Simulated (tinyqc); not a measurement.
BCS gap equation with a constant attraction inside the Debye window: one step, computed by the program tinyqc.

Pairs attract with strength V for |xi| < k_B Theta; N(0) is the density of states for one spin. Energies are given as temperatures (E/k_B, in K) unless marked.

Task: A tunnel junction of this metal. Ambegaokar-Baratoff: I_c R_n = (pi Delta/(2e)) tanh(Delta/2T); Josephson energy E_J = hbar I_c/(2e), given as E_J/h; inductance hbar/(2 e I_c); thermal quasiparticle fraction x = n_qp/(2 N(0) Delta) = sqrt(2 pi T/Delta) exp(-Delta/T), valid for T well below Delta.

Inputs (values chosen for the exercise, modelled on lead): Debye temperature Theta = 95.8 K; temperature T = 6.23 K; junction resistance R_n = 7.5 kilo-ohm.

Solver: bisection.

Delta(T) = 7.358561 K

Constants: k_B = 8.617333262e-05 eV/K; hbar = 1.054571817e-34 J s; e = 1.602176634e-19 C; h = 6.62607015e-34 J s.

Give: I_c R_n; critical current I_c; E_J/h; Josephson inductance; quasiparticle fraction x.

Result:

I_c R_n = 528.2 microvolt

critical current I_c = 70.43 nA

E_J/h = 34.98 GHz

Josephson inductance = 4.673 nH

quasiparticle fraction x = 0.7079

Caution: T is not small against Delta, so the quasiparticle formula is only a rough guide.
